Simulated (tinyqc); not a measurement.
Inside a calculation. Method: LCCD on RHF in the sto-3g basis, for H6, spin multiplicity 1. One step of it, computed by the program tinyqc.

Question. LCCD: starting amplitudes. t_ij^ab = <ij||ab> / (e_i + e_j - e_a - e_b), whose energy is MP2.

orbital energies (hartree): MO1 -0.737304, MO2 -0.589374, MO3 -0.363925, MO4 0.329372, MO5 0.785703, MO6 1.336849

Two-electron integrals over orbitals (pq|rs), unique and non-zero (hartree):
```
(11|11) 0.456037    (21|11) -0.000152   (21|21) 0.133258    (22|11) 0.367237
(22|21) 0.000292    (22|22) 0.403225    (31|11) -0.084586   (31|21) 0.000019
(31|22) 0.031446    (31|31) 0.108582    (32|11) 0.000034    (32|21) 0.109861
(32|22) 0.000306    (32|31) -0.000135   (32|32) 0.135146    (33|11) 0.396101
(33|21) -0.000246   (33|22) 0.372929    (33|31) -0.027273   (33|32) -0.000256
(33|33) 0.400116    (41|11) -0.000059   (41|21) 0.049944    (41|22) -0.000067
(41|31) -0.000088   (41|32) -0.010607   (41|33) 0.000054    (41|41) 0.079760
(42|11) 0.080156    (42|21) -0.000187   (42|22) 0.011683    (42|31) -0.060099
(42|32) -0.000070   (42|33) 0.008527    (42|41) -0.000072   (42|42) 0.084866
(43|11) -0.000188   (43|21) -0.081778   (43|22) -0.000210   (43|31) 0.000237
(43|32) -0.084329   (43|33) 0.000135    (43|41) -0.011153   (43|42) -0.000121
(43|43) 0.099987    (44|11) 0.402508    (44|21) -0.000200   (44|22) 0.377504
(44|31) -0.027163   (44|32) -0.000188   (44|33) 0.392244    (44|41) 0.000013
(44|42) 0.023102    (44|43) 0.000073    (44|44) 0.409687    (51|11) 0.004785
(51|21) 0.000042    (51|22) 0.035920    (51|31) 0.032878    (51|32) -0.000068
(51|33) -0.014448   (51|41) 0.000006    (51|42) 0.028981    (51|43) -0.000025
(51|44) -0.001635   (51|51) 0.053591    (52|11) 0.000109    (52|21) 0.040996
(52|22) 0.000036    (52|31) -0.000143   (52|32) 0.001868    (52|33) 0.000044
(52|41) 0.053732    (52|42) 0.000114    (52|43) 0.031623    (52|44) 0.000037
(52|51) 0.000087    (52|52) 0.083857    (53|11) 0.085846    (53|21) -0.000174
(53|22) 0.014800    (53|31) -0.064423   (53|32) -0.000035   (53|33) 0.023261
(53|41) -0.000067   (53|42) 0.077779    (53|43) -0.000155   (53|44) 0.019863
(53|51) 0.019342    (53|52) 0.000092    (53|53) 0.085094    (54|11) -0.000014
(54|21) 0.113838    (54|22) 0.000284    (54|31) -0.000103   (54|32) 0.127298
(54|33) -0.000276   (54|41) 0.002944    (54|42) -0.000082   (54|43) -0.085126
(54|44) -0.000215   (54|51) -0.000039   (54|52) 0.007875    (54|53) -0.000067
(54|54) 0.138031    (55|11) 0.391262    (55|21) 0.000228    (55|22) 0.411649
(55|31) 0.015918    (55|32) 0.000242    (55|33) 0.391038    (55|41) -0.000043
(55|42) 0.021172    (55|43) -0.000202   (55|44) 0.401475    (55|51) 0.033892
(55|52) 0.000053    (55|53) 0.023993    (55|54) 0.000242    (55|55) 0.443208
(61|11) 0.000056    (61|21) -0.002054   (61|22) 0.000047    (61|31) -0.000038
(61|32) 0.022623    (61|33) -0.000036   (61|41) -0.029740   (61|42) 0.000037
(61|43) 0.039147    (61|44) -0.000027   (61|51) -0.000042   (61|52) 0.029859
(61|53) 0.000024    (61|54) 0.019213    (61|55) 0.000032    (61|61) 0.066553
(62|11) 0.008099    (62|21) 0.000065    (62|22) 0.037823    (62|31) 0.030199
(62|32) -0.000046   (62|33) -0.004046   (62|41) 0.000033    (62|42) 0.023266
(62|43) -0.000037   (62|44) -0.005614   (62|51) 0.046898    (62|52) 0.000103
(62|53) 0.024955    (62|54) -0.000039   (62|55) 0.037175    (62|61) -0.000049
(62|62) 0.049531    (63|11) -0.000057   (63|21) 0.050659    (63|22) -0.000044
(63|31) -0.000083   (63|32) -0.001975   (63|33) 0.000034    (63|41) 0.072947
(63|42) -0.000074   (63|43) -0.013450   (63|44) 0.000035    (63|51) 4.48e-06
(63|52) 0.052678    (63|53) -0.000084   (63|54) -0.000986   (63|55) -0.000045
(63|61) -0.028346   (63|62) 0.000026    (63|63) 0.078503    (64|11) -0.087609
(64|21) 0.000035    (64|22) 0.022493    (64|31) 0.103353    (64|32) -0.000112
(64|33) -0.030576   (64|41) -0.000079   (64|42) -0.061833   (64|43) 0.000230
(64|44) -0.032365   (64|51) 0.029573    (64|52) -0.000141   (64|53) -0.065377
(64|54) -0.000094   (64|55) 0.018881    (64|61) -0.000036   (64|62) 0.029881
(64|63) -0.000083   (64|64) 0.113384    (65|11) -0.000137   (65|21) 0.135964
(65|22) 0.000287    (65|31) -0.000013   (65|32) 0.114994    (65|33) -0.000256
(65|41) 0.050671    (65|42) -0.000179   (65|43) -0.086931   (65|44) -0.000209
(65|51) 0.000032    (65|52) 0.042914    (65|53) -0.000166   (65|54) 0.122635
(65|55) 0.000243    (65|61) -0.002736   (65|62) 0.000060    (65|63) 0.056699
(65|64) 4.27e-06    (65|65) 0.155801    (66|11) 0.491238    (66|21) -0.000168
(66|22) 0.396702    (66|31) -0.092692   (66|32) 0.000032    (66|33) 0.431205
(66|41) -0.000062   (66|42) 0.089514    (66|43) -0.000210   (66|44) 0.442945
(66|51) 0.005480    (66|52) 0.000127    (66|53) 0.098768    (66|54) -0.000019
(66|55) 0.434961    (66|61) 0.000062    (66|62) 0.010043    (66|63) -0.000063
(66|64) -0.103729   (66|65) -0.000165   (66|66) 0.563937
```

Give: Starting amplitudes; correlation energy.

Answer.

Starting amplitudes (spin orbitals 1a, 1b, ...; amplitudes related by a flip of all spins are not repeated; the 24 largest):
```
from      to       t
3a 3b  4a 4b  -0.072
2a 2b  4a 4b  -0.046
2a 3b  4a 5b  -0.038
1a 1b  4a 4b  -0.037
3a 3b  5a 5b  -0.037
2a 2b  5a 5b  -0.030
1a 3b  4a 6b  -0.026
3a 3b  6a 6b  -0.023
2a 3a  4a 5a  -0.022
1a 2b  4a 5b  -0.022
1a 1b  5a 5b  -0.018
2a 3b  5a 6b  -0.017
1a 1b  6a 6b  -0.016
2a 3b  4b 5a   0.015
1a 3b  4b 6a   0.014
1a 2b  5a 6b  -0.014
2a 2b  6a 6b  -0.013
1a 3a  4a 6a  -0.012
1a 2b  4b 5a   0.012
1a 2a  4a 5a  -0.010
1a 1b  4a 6b   0.009
2a 3a  5a 6a  -0.009
1a 2b  5b 6a   0.009
2a 2b  4a 6b  -0.008
```

correlation energy = -0.04910 hartree
